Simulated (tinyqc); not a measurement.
Inside a calculation. Method: Hubbard chain of 3 sites. Computed by tinyqc, a small Python program that keeps every step. Settings: hopping = 1.19, U = 3.6, mixing = 0.2, iteration cap = 59. Command: `OMP_NUM_THREADS=1 python tinyqc.py 27082 27083 out.jsonl` (the two numbers bound the seeds that draw the settings). One thread of a shared host (Intel(R) Xeon(R) Processor @ 2.60GHz), about 0.3 s of CPU time with the checks.

one-body matrix (hopping and site energies) (eV):
```
,1,2,3
1,-0.370000,-1.190000,0.000000
2,-1.190000,0.190000,-1.190000
3,0.000000,-1.190000,-0.540000
```

U = 3.600000 eV

electrons, up and down: 2  1

n(up) at the start (a guess, not normalised): 1 0.967000, 2 0.367000, 3 0.967000

n(down) at the start (a guess): 1 0.033000, 2 0.633000, 3 0.033000

Each step fills the lowest levels of T + U n(other spin) and sets n(new) = n + mixing (n(out) - n); stop when output and input agree to 1e-8.

Course of the cycle:
```
iteration,E (eV),largest |n(out) - n(in)|,mean |n_up - n_down|
1,-2.19974403,1.87e-01,0.683050
2,-2.20434629,1.47e-01,0.688626
3,-2.20695236,1.17e-01,0.693267
4,-2.20851252,9.35e-02,0.697199
5,-2.20950202,7.51e-02,0.700571
6,-2.21016418,6.07e-02,0.703486
7,-2.21062774,4.93e-02,0.706020
8,-2.21096377,4.03e-02,0.708231
9,-2.21121358,3.31e-02,0.710165
10,-2.21140256,2.73e-02,0.711861
11,-2.21154717,2.26e-02,0.713349
...,...,...,...
49,-2.21205006,1.15e-04,0.724310
50,-2.21205007,1.01e-04,0.724321
51,-2.21205007,8.92e-05,0.724331
52,-2.21205008,7.87e-05,0.724340
53,-2.21205008,6.94e-05,0.724348
54,-2.21205009,6.12e-05,0.724355
55,-2.21205009,5.40e-05,0.724361
56,-2.21205009,4.77e-05,0.724366
57,-2.21205009,4.21e-05,0.724371
58,-2.21205009,3.71e-05,0.724375
59,-2.21205010,3.27e-05,0.724379
```

Can the last value be used, and what does the course show?

Not by the stop rule, although the second column moves by less than 1e-07 over the last three steps. Not converged within 59 iterations: the residual falls steadily but slowly, by a factor of about 0.88 a step. The lowest mean-field energy found from random starts is -2.21205 eV. Reruns (cap 100 unless said): mixing 0.5: converged in 46 (E = -2.21205); mixing 0.9: converged in 22 (E = -2.21205); the original settings with a cap of 400: converged in 125 (E = -2.21205).
